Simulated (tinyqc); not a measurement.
MOS inversion layer, Poisson-Schroedinger loop: two steps of the calculation.

Electrons confined at an insulator interface at z = 0, treated as a hard wall; parabolic valleys, Hartree approximation, no image or exchange terms. The depletion charge lies far deeper than the electrons and gives a uniform field q Nd/(eps0 eps_r); the gate balances all charge. Energies are counted from the band edge at the interface.

Parameters, values chosen for the exercise; masses and permittivity close to those of silicon (100): temperature T = 200 K; mass along z of valley set A (2 valley(s)) mz1 = 0.927 m0; in-plane density-of-states mass of set A md1 = 0.187 m0; mass along z of valley set B (4 valley(s)) mz2 = 0.191 m0; in-plane density-of-states mass of set B md2 = 0.42 m0; sheet density of electrons Ns = 4.2e12 cm^-2; extra shift of set B (strain) dE = 0 eV; mesh step hz = 0.97 nm.

Constants: q = 1.602176634e-19 C, kB = 1.380649e-23 J/K, hbar = 1.054571817e-34 J s, m0 = 9.1093837015e-31 kg, Vt = kB T/q, hbar^2/(2 m0) = 0.0380998212 eV nm^2. Results are converted to the units shown.

Task 1. Fermi level and occupations. Level k holds N_k = D_k Vt ln(1 + exp((EF - E_k)/Vt)) with D = 2 md1 m0 q/(pi hbar^2) for the set A, D = 4 md2 m0 q/(pi hbar^2) for the set B per eV (spin included); EF is fixed by sum N_k = Ns.

levels (eV): A1 0.011513811, A2 0.020064949, B1 0.019704455, B2 0.037909742

Wanted: EF; N_k.

Result 1.

EF = -0.0082604 eV
N_k (cm^-2): A1 7.4240e11, A2 4.7584e11, B1 2.1788e12, B2 8.0293e11

Task 2. Converged levels, occupations and centroid. Tridiagonal Hamiltonian with psi = 0 one step beyond both ends: H_ii = C (1/m_(i-1/2) + 1/m_(i+1/2))/hz^2 + V0_i + U_i (+ dE for the set B), H_(i,i+1) = -C/(m_(i+1/2) hz^2), C = hbar^2/(2 m0). The lowest 2 level(s) of each valley set are kept, normalised to hz sum |psi|^2 = 1. The mass is the same on all intervals.

Solve for the levels with V0 + U, find EF, n_i = sum_k N_k |psi_k|^2 (in cm^-3); share of each level N_k/Ns; centroid sum n z/sum n.

```
node  z (nm)  fixed potential V0 (eV)  converged U (eV)
1       0.97              0.001664440        0.06355128
2       1.94              0.003328880        0.10407124
3       2.91              0.004993319        0.12765352
4       3.88              0.006657759        0.14250292
5       4.85              0.008322199        0.15201213
6       5.82              0.009986639        0.15823241
7       6.79              0.011651079        0.16251421
8       7.76              0.013315518        0.16562760
9       8.73              0.014979958        0.16796732
10       9.7              0.016644398        0.16973309
11     10.67              0.018308838        0.17103992
12     11.64              0.019973278        0.17197232
13     12.61              0.021637717        0.17260530
14     13.58              0.023302157        0.17300889
15     14.55              0.024966597        0.17324649
16     15.52              0.026631037        0.17337217
17     16.49              0.028295477        0.17342896
18     17.46              0.029959917        0.17344864
19     18.43              0.031624356        0.17345249
```

Give: levels; EF; shares; n; centroid.

Result 2.

levels (eV): A1 0.1175, A2 0.1630, B1 0.1643, B2 0.1989
EF = 0.1253 eV
shares (%): A1 60.58, A2 6.84, B1 28.58, B2 4.01
n, node 1 to 19 (in units of 1e19 cm^-3): 1.569  1.154  0.595  0.364  0.224  0.132  0.080  0.053  0.039  0.031  0.026  0.020  0.016  0.011  0.008  0.005  0.003  0.001  0.000
centroid = 2.647 nm

Program tinyqc, `OMP_NUM_THREADS=1 python tinyqc.py 2160108 2160109 out.jsonl`; Intel Xeon 2.30GHz, shared host, one thread, about 0.8 s.
